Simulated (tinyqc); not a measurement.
From results back to parameters: alloy A(1-x)B(x) by interpolation with bowing. Three cases, with inputs chosen for the exercise.

Problem. An unstrained alloy A(1-x)B(x) follows Vegard, a(x) = (1 - x) a_A + x a_B, and E(x) = (1 - x) E_A + x E_B - C x (1 - x) at Gamma. Its lattice constant and gap are given.

Case 1.

Values chosen (out of a larger set: A near GaAs, B near GaP; not measured data): a = (5.646, 5.447) angstrom (lattice constant of A, B); Eg = (1.526, 2.863) eV (gap at Gamma to the s-like level of A, B).

a(x) = 5.592270 angstrom
gap at Gamma = 1.844022 eV

Case 2.

Values chosen (out of a larger set: A near InP, B near GaP; not measured data): a = (5.863, 5.457) angstrom (lattice constant of A, B); Eg = (1.425, 2.898) eV (gap at Gamma to the s-like level of A, B).

a(x) = 5.570680 angstrom
gap at Gamma = 2.359358 eV

Case 3.

Values chosen (out of a larger set: A near AlAs, B near InAs; not measured data): a = (5.655, 6.061) angstrom (lattice constant of A, B); Eg = (3.098, 0.412) eV (gap at Gamma to the s-like level of A, B).

a(x) = 5.943260 angstrom
gap at Gamma = 1.035486 eV

Find: x; linear part of the gap; C.

Solution. x = (a - a_A)/(a_B - a_A); the bowing is the shortfall against the linear part divided by x (1 - x).

Case 1.

x = 0.270
linear part of the gap = 1.8870 eV
C = 0.218 eV

Case 2.

x = 0.720
linear part of the gap = 2.4856 eV
C = 0.626 eV

Case 3.

x = 0.710
linear part of the gap = 1.1909 eV
C = 0.755 eV

Computed by tinyqc, one run a case: `OMP_NUM_THREADS=1 python tinyqc.py N N+1 out.jsonl` with N = 1080087, 1080105, 1080109; one thread of a shared Intel(R) Xeon(R) Processor @ 2.30GHz, about 0.01 s a run at most.
